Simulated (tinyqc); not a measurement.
# Two-step dopant diffusion (predeposition and drive-in) with a constant diffusivity, step by step

A worked calculation. Computed by tinyqc, a small Python program that keeps every step. Command: `OMP_NUM_THREADS=1 python tinyqc.py 3017418 3017419 out.jsonl dopdiff walk`. One thread of a shared host (Intel(R) Xeon(R) Processor @ 2.30GHz), about 0.08 s of CPU time with the checks. Intermediate numbers are printed to about 7 digits and carried at full precision; extremes and crossings named in words are read from the listed rows.

Fick diffusion into a half space x > 0 whose background doping C_B is of the opposite type, so that a junction lies where C = C_B.

Inputs (values chosen for the exercise, modelled on aluminium in silicon):
```
quantity,value,unit
prefactor D0,1.12,cm^2/s
activation energy E,3.42,eV
surface concentration C_s,3.8e+18,1/cm^3
background doping C_B,1.5e+15,1/cm^3
predeposition temperature T1,950,C
predeposition time t1,30,min
drive-in temperature T2,1100,C
drive-in time t2,20,min
mean mobility in the layer mu,170,cm^2/(V s)
ramp rate,8,C/min
stand-by temperature,700,C
```

Furnace ramps of the drive-in: linear ramps.

Constants: k_B = 8.617333262e-05 eV/K; e = 1.602176634e-19 C.

## Diffusivities

D = D0 exp(-E/(k_B T)). Temperatures in kelvin are T(C) + 273.15. Times in seconds are 60 times the minutes.

D1 = 9.071917e-15 cm^2/s

D2 = 3.140702e-13 cm^2/s

product D1 t1 = 1.632945e-11 cm^2

## Thermal budget with ramps

One ramp between the stand-by temperature and T2 adds int D dT / rate (40-point Gauss-Legendre); the usual estimate counts it as an extra time k_B T2^2/(E rate) at T2. (Dt)2 = D2 t2 + two ramps, times in seconds.

budget of one ramp = 1.048747e-10 cm^2

estimated extra time of one ramp = 5.938719 min

drive-in budget (Dt)2 = 5.866337e-10 cm^2

The integral equals 5.57 min at T2, against the estimate 5.94 min; both ramps make 36 % of the budget.

## Predeposition

C = C_s erfc(x/(2 sqrt(D1 t1))); dose Q = 2 C_s sqrt(D1 t1/pi); the junction solves erfc(z) = C_B/C_s with x_j = 2 z sqrt(D1 t1).

dose Q = 1.732704e+13 1/cm^2

z = 2.505688

junction depth after predeposition = 0.2025083 um

## Drive-in as a Gaussian

With a sealed surface and a thin source, C = Q/sqrt(pi (Dt)2) exp(-x^2/(4 (Dt)2)); x_j = 2 sqrt((Dt)2 ln(C(0)/C_B)); gradient at the junction |dC/dx| = C_B x_j/(2 (Dt)2).

surface concentration C(0) (Gaussian) = 4.036138e+17 1/cm^3

junction depth x_j = 1.145812 um

gradient at the junction = 1.464899e+20 1/cm^4

The drive-in moves the junction from 0.203 to 1.15 um and lowers the surface value by a factor 9.41.

## Sheet resistance

Net dose Q_net = Q erf(x_j/(2 sqrt((Dt)2))) - C_B x_j; R_s = 1/(e mu Q_net), with every dopant ionised and one mobility.

net dose = 1.714092e+13 1/cm^2

sheet resistance R_s (Gaussian) = 2141.936 ohm/square

## Exact junction depth

Exact two-step profile: C = (2 C_s/pi) int_0^alpha exp(-beta (1 + u^2))/(1 + u^2) du with alpha = sqrt(D1 t1/(Dt)2), beta = x^2/(4 (D1 t1 + (Dt)2)). The integral takes 48 Gauss-Legendre points; solve C(x) = C_B.

exact junction depth = 1.155496 um

## Gaussian against the exact two-step profile

Gaussian: C = Q/sqrt(pi (Dt)2) exp(-x^2/(4 (Dt)2)). Depths are fractions of the Gaussian x_j.

Profiles:
```
x/x_j,x (um),Gaussian (1/cm^3),exact (1/cm^3),ratio
0.0,0.000000,4.036138e+17,3.999302e+17,1.009211
0.2,0.229162,3.226792e+17,3.210341e+17,1.005125
0.4,0.458325,1.648869e+17,1.660582e+17,0.992946
0.6,0.687487,5.385315e+16,5.535252e+16,0.972912
0.8,0.916649,1.124207e+16,1.189114e+16,0.945415
1.0,1.145812,1.500000e+15,1.646558e+15,0.910991
1.2,1.374974,1.279223e+14,1.469841e+14,0.870314
```

With D1 t1/(Dt)2 = 0.028, the Gaussian is 0.92 % high at the surface and 8.9 % low at its own junction; the exact junction lies at 1.155 um, 0.85 % deeper. The dose is the same, but the real source already has a width, which is negligible here.

Checks made by the program: exact profile against the direct convolution of the erfc with the Gaussian kernel (relative difference below 1e-10).
